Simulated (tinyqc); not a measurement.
Interlayer thickness: switching kinetics of a ferroelectric film and the memory window of a ferroelectric gate stack. Computed by tinyqc, a small Python program. Command: `OMP_NUM_THREADS=1 python tinyqc.py 3027118 3027119 out.jsonl feswitch walk`. One thread of a shared host (Intel(R) Xeon(R) Processor @ 2.30GHz), about 0.03 s of CPU time with the checks.

Fields in MV/cm; 1 microcoulomb/cm^2 over eps_0 is 11.29409 MV/cm. In the stack (metal, ferroelectric, interlayer, channel) the channel is taken as a conductor.

Inputs (values chosen for the exercise, for a model film):
```
quantity                                 value               unit
saturation polarisation P_s                 40  microcoulomb/cm^2
ratio P_r/P_s                             0.71                  -
coercive field E_c                        0.86              MV/cm
permittivity of the ferroelectric eps_F     44                  -
thickness t_F                               19                 nm
permittivity of the interlayer eps_I       3.9                  -
share s of P screened by trapped charge   0.86                  -
pulse height V                             5.3                  V
breakdown field of the interlayer           14              MV/cm
```

Method. Series stack: V = E_F t_F + E_I t_I and eps_I E_I = eps_F E_F + (1 - s) P/eps_0. E_I is for P = +P_s at the pulse height, the depolarising field for P = +P_r at V = 0; V needed puts E_F = 1.5 E_c after switching.

Stack against t_I:
```
t_I (nm)  E_F after (MV/cm)  E_I (MV/cm)  depolarising field / E_c  V needed (V)
0.3                  2.1504       40.478                   0.17943         3.374
0.5                  1.8218       36.771                   0.27167         3.990
0.8                  1.4282       32.330                   0.38218         4.913
1.2                  1.0308       27.846                   0.49376         6.144
1.6                  0.7301       24.455                   0.57816         7.374
2.0                  0.4948       21.799                   0.64424         8.605
3.0                  0.0823       17.146                   0.76005        11.682
```

What follows from these numbers?

Each nanometre of interlayer costs 3.08 V, against 0.13 V for a nanometre of ferroelectric. The depolarising field grows from 0.18 to 0.76 E_c. At E_F = 1.5 E_c the interlayer carries (1.5 eps_F E_c + (1 - s) P_s/eps_0)/eps_I = 30.8 MV/cm whatever its thickness, above its breakdown field of 14 MV/cm, so the voltages in the last column could not be applied without breakdown. Caution: rows with E_I above the breakdown field of the interlayer cannot be reached without charge injection. Caution: where E_F after switching is below E_c the switching stalls before P_s, and where the depolarising field exceeds E_c the state switches back, so those rows describe states that are not held.
